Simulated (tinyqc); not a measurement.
Carrier lifetime from Shockley-Read-Hall, radiative, Auger and surface recombination. Changing the doping N. Computed by tinyqc, a small Python program. Command: `OMP_NUM_THREADS=1 python tinyqc.py 3031013 3031014 out.jsonl lifetime sweep`. One thread of a shared host (Intel(R) Xeon(R) Processor @ 2.30GHz), about 0.03 s of CPU time with the checks.

Energies are counted from the top of the valence band. Boltzmann statistics, full ionisation, and equal excess densities of electrons and holes.

Inputs (values chosen for the exercise, for a model semiconductor):

| quantity | value | unit |
|---|---|---|
| gap E_g | 0.824 | eV |
| electron mass m_e | 0.0322 | m_0 |
| valleys M_c | 1 | - |
| hole mass m_h | 0.309 | m_0 |
| temperature T | 300 | K |
| trap level E_t | 0.676 | eV |
| trap density N_t | 2.3e+11 | cm^-3 |
| electron cross-section sigma_n | 7e-14 | cm^2 |
| hole cross-section sigma_p | 1.5e-17 | cm^2 |
| radiative coefficient B | 1e-10 | cm^3/s |
| Auger coefficient C_n | 4.6e-31 | cm^6/s |
| Auger coefficient C_p | 1.2e-30 | cm^6/s |
| excess density dn | 2.5e+17 | cm^-3 |
| generation rate G | 3.3e+18 | cm^-3 s^-1 |
| diffusion coefficient D | 26 | cm^2/s |
| surface velocity S | 23000 | cm/s |
| thickness W | 15 | micrometre |

Doping: p-type. Surface term: two equal surfaces.

Constants: m_0 = 9.1093837015e-31 kg; k_B = 1.380649e-23 J/K; h = 6.62607015e-34 J s; k_B = 8.617333262e-05 eV/K.

Method:
- N_c = 2 M_c (2 pi m_e k_B T/h^2)^(3/2) and N_v = 2 (2 pi m_h k_B T/h^2)^(3/2), masses in units of m_0.
- n_i = sqrt(N_c N_v) exp(-E_g/2 k_B T); majority density N/2 + sqrt(N^2/4 + n_i^2), minority density n_i^2 over it.
- v = sqrt(3 k_B T/m) with m_e or m_h; tau_n0 = 1/(sigma_n v_n N_t), tau_p0 = 1/(sigma_p v_p N_t); n1 = N_c exp(-(E_g - E_t)/k_B T), p1 = N_v exp(-E_t/k_B T).
- The slowest diffusion mode has x tan x = S W/(2 D) with 0 < x < pi/2 (bisection), and tau_s = W^2/(4 x^2 D). The common approximation is W/(2 S) + W^2/(pi^2 D).
- With n = n_0 + dn, p = p_0 + dn and U/dn = 1/tau: (n p - n_i^2)/dn = n_0 + p_0 + dn = s; 1/tau_SRH = s/[tau_p0 (n + n1) + tau_n0 (p + p1)]; 1/tau_rad = B s; 1/tau_Aug = (C_n n + C_p p) s; the rates add, with 1/tau_s.
- Radiative efficiency = tau_eff/tau_rad; effective diffusion length = sqrt(D tau_eff).
- dn solves dn/tau_eff(dn) = G (60 bisections in ln dn between 1e-2 and 1e22 cm^-3); the splitting of the quasi-Fermi levels is k_B T ln(n p/n_i^2).

One run for each value:

| doping N (cm^-3) | effective lifetime at dn (s) | tau_SRH at dn (s) | tau_rad at dn (s) | tau_Aug at dn (s) | quasi-Fermi splitting under G (eV) |
|---|---|---|---|---|---|
| 1.00e+14 | 1.9978e-08 | 0.013817 | 3.9984e-08 | 9.6319e-06 | 0.18864 |
| 4.00e+14 | 1.9966e-08 | 0.013801 | 3.9936e-08 | 9.6120e-06 | 0.22441 |
| 2.00e+15 | 1.9902e-08 | 0.013713 | 3.9683e-08 | 9.5071e-06 | 0.26584 |
| 7.00e+15 | 1.9704e-08 | 0.013446 | 3.8911e-08 | 9.1900e-06 | 0.29771 |
| 3.00e+16 | 1.8844e-08 | 0.012342 | 3.5714e-08 | 7.9189e-06 | 0.33311 |
| 1.00e+17 | 1.6631e-08 | 0.009874 | 2.8571e-08 | 5.3405e-06 | 0.35844 |
| 6.00e+17 | 9.0166e-09 | 0.004066 | 1.1765e-08 | 1.0365e-06 | 0.38166 |
| 2.00e+18 | 3.9020e-09 | 0.001537 | 4.4444e-09 | 1.5788e-07 | 0.38719 |
| 1.00e+19 | 8.4947e-10 | 0.000338 | 9.7561e-10 | 7.8583e-09 | 0.38729 |

Over the rows, effective lifetime at dn (s) falls from 2.00e-8 to 8.49e-10 (exponent d ln y / d ln x -4.4e-4 between the first rows and -0.95 between the last); tau_SRH at dn (s) falls from 0.0138 to 3.38e-4 (exponent d ln y / d ln x -8.6e-4 between the first rows and -0.94 between the last); tau_rad at dn (s) falls from 4.00e-8 to 9.76e-10 (exponent d ln y / d ln x -8.6e-4 between the first rows and -0.94 between the last).

Caution (all rows): the excess density is near an effective density of states, where Boltzmann statistics fail. Caution (rows 1.00e14, 4.00e14, 2.00e15, 7.00e15, 3.00e16, 1.00e17, 6.00e17): beyond low injection D should be the ambipolar coefficient. Caution (rows 2.00e18, 1.00e19): the doping is near the effective density of states, where Boltzmann statistics fail and the gap narrows.

Extremes, crossings and ranges named in words are read from the listed rows.
